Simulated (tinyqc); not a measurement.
Three-level Kane dispersion of a narrow-gap semiconductor, step by step. Values are carried at full precision from step to step, so a last printed digit may differ when a step is redone from the rounded ones.

Zero of energy at Gamma8, c = hbar^2/2m0, P^2 = Ep c. The free-electron term and remote bands are left out, so the heavy holes are flat at E = 0 and the other three bands obey E (E - Eg)(E + Dso) = P^2 k^2 (E + 2 Dso/3). The conduction band is the highest root; its edge is Ec = max(Eg, 0).

Constants: hbar^2/2m0 = 3.80998211 eV angstrom^2; hbar = 6.58211957e-16 eV s; e^2/(4 pi eps0) = 14.39964547 eV angstrom; muB = 5.788381798e-05 eV/T.

Values chosen for the exercise (near those of grey Sn; not measured data): Eg = -0.4 eV (E(Gamma6) - E(Gamma8)); Dso = 0.78 eV (spin-orbit splitting); Ep = 23.5 eV (Kane energy); k = 0.007 1/angstrom (wave vector); n = 1.5e+17 cm^-3 (electron density); eps = 22.6 (high-frequency dielectric constant); B = 2.8 T (magnetic field).

## The three bands at one k

Expand the equation into E^3 + a2 E^2 + a1 E + a0 = 0 and give its roots; compare with the two-level form (Dso to infinity) E = Eg/2 +/- sqrt(Eg^2/4 + (2/3) P^2 k^2).

P^2 k^2 = 0.004387 eV^2

a2, a1, a0: 1.180000  0.307613  -0.002281

roots (eV): -0.7838  -0.4034  0.0072

two-level form (eV): -0.4072  0.0072

The two-level form misses the highest root by 0.0 meV. The order is inverted: the band that would be the light hole curves upward from Gamma8 and touches the heavy holes, so there is no gap.

## Mass at the edge and limiting velocity

For Eg < 0 the conduction band starts at Gamma8 with m0* = 3 |Eg|/(2 Ep). In the two-level form the velocity tends to v = sqrt(2/3) P/hbar, and |Eg| = 2 m v^2 with m = 3 |Eg|/(2 Ep), as for a relativistic particle. 1 angstrom = 1e-10 m.

m0* = 0.02553 m0
P = 9.4623 eV angstrom
v = 1.174e+06 m/s
k at which the linear part sets in, |Eg|/(2 hbar v) = 0.02589 1/angstrom

## Fermi level and mass at a given density

Degenerate electrons at T = 0: kF = (3 pi^2 n)^(1/3), 1 cm^-3 = 1e-24 angstrom^-3; EF is the highest root at kF. The momentum (cyclotron, optical) mass is m(E) = hbar^2 k/(dE/dk) = c d(k^2)/dE with d(k^2)/dE = k^2 [1/E + 1/(E - Eg) + 1/(E + Dso) - 1/(E + 2 Dso/3)]; the density of states is k d(k^2)/dE/(2 pi^2).

Edge mass m0* = 3 |Eg|/(2 Ep).

Compare EF - Ec with the parabolic value c kF^2/m0*.

kF = 0.01644 1/angstrom
EF - Ec = 0.0377 eV
parabolic value = 0.0403 eV
m(EF) = 0.02907 m0
m(EF)/m0* = 1.139
density of states at EF = 6.355e+18 1/(eV cm^3)

The parabola overstates EF - Ec by a factor of 1.07; (EF - Ec)/|Eg| = 0.09, and the two-level rule 1 + 2 (EF - Ec)/|Eg| = 1.188 estimates the mass ratio.

## Plasma and cyclotron energies

hbar wp = sqrt(8 pi c (e^2/4 pi eps0) n/(eps m)), hbar wc = 2 muB B/m (classical limit), with m = m(EF) and, for comparison, the edge mass; n in angstrom^-3.

hbar wp with m(EF), with m0* (meV): 17.74  18.93

hbar wc with m(EF), with m0* (meV): 11.15  12.70

hbar wc is not small against EF - Ec = 37.7 meV, so fewer than ten Landau levels are filled and the classical value is only a guide.

## Checks

- Roots of the cubic against the 8 x 8 Kane matrix without remote terms: they agree to 1e-10 or better.
- m(E) near the edge against m0*: both 0.02553.

Computed by tinyqc, a small Python program: `OMP_NUM_THREADS=1 python tinyqc.py 1050417 1050418 out.jsonl` (the numbers bound the seed that draws the inputs); one thread of a shared host (Intel(R) Xeon(R) Processor @ 2.30GHz), about 0.01 s for the whole set of steps.
